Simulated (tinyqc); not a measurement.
Tamm state at the end of a one-band chain, step by step. Values are carried at full precision from step to step, so a last printed digit may differ when a step is redone from the rounded ones.

A half-infinite chain with site energy 0 and hopping -t, band E = -2t cos(ka); the end site has energy D. The surface Green function of the unperturbed half chain is g = (E -/+ sqrt(E^2 - 4t^2))/(2t^2), the root with |t g| <= 1 and Im g <= 0, and with the shift G = g/(1 - D g).

Values chosen for the exercise:
- t = 0.51 eV (hopping)
- D = 1.37 eV (shift of the end site)
- a = 2.5 angstrom (spacing)
- N = 7 (sites)
- E = 0.75 eV (energy in the band)

## The bound state

Amplitudes z^n solve the chain for E = -t (z + 1/z); the end site demands z = -t/D, bound if |z| < 1. Then E = D + t^2/D, weight on the end site 1 - z^2, decay length -a/ln|z|.

z = -0.3723
E = 1.5599 eV
weight on the end site = 0.8614
decay length of the amplitude = 2.530 angstrom

The state lies 0.5399 eV above the band, and its amplitude alternates in sign from site to site.

## A finite chain

Write H for N sites.

H (eV):
$$\begin{pmatrix}
1.370 & -0.510 & 0 & 0 & 0 & 0 & 0 \\
-0.510 & 0 & -0.510 & 0 & 0 & 0 & 0 \\
0 & -0.510 & 0 & -0.510 & 0 & 0 & 0 \\
0 & 0 & -0.510 & 0 & -0.510 & 0 & 0 \\
0 & 0 & 0 & -0.510 & 0 & -0.510 & 0 \\
0 & 0 & 0 & 0 & -0.510 & 0 & -0.510 \\
0 & 0 & 0 & 0 & 0 & -0.510 & 0
\end{pmatrix}$$

## Levels of the finite chain

Diagonalise; give the weight of each level on site 1.

levels (eV): [-0.9262, -0.6612, -0.2716, 0.1736, 0.5931, 0.9024, 1.5599]

weights on site 1: [0.0037, 0.0137, 0.0268, 0.0376, 0.0377, 0.0190, 0.8614]

The split-off level differs from the half-infinite value by -0.001 meV, the pull of the far end.

## Local density of states in the band

Form g and G at E; the surface density is -Im G/pi, the bulk density 1/(pi sqrt(4t^2 - E^2)).

g = 1.4418-1.3289i 1/eV
G = -0.8968-0.3115i 1/eV

densities (1/eV): clean end 0.4230, shifted end 0.0992, bulk 0.4604

## Checks

- Pole of G, 1 - D g(E) = 0, at the bound level: both 1.00000.

(tinyqc, `OMP_NUM_THREADS=1 python tinyqc.py 1450742 1450743 out.jsonl`, Intel(R) Xeon(R) Processor @ 2.30GHz, 1 thread, shared host, about 0.01 s.)
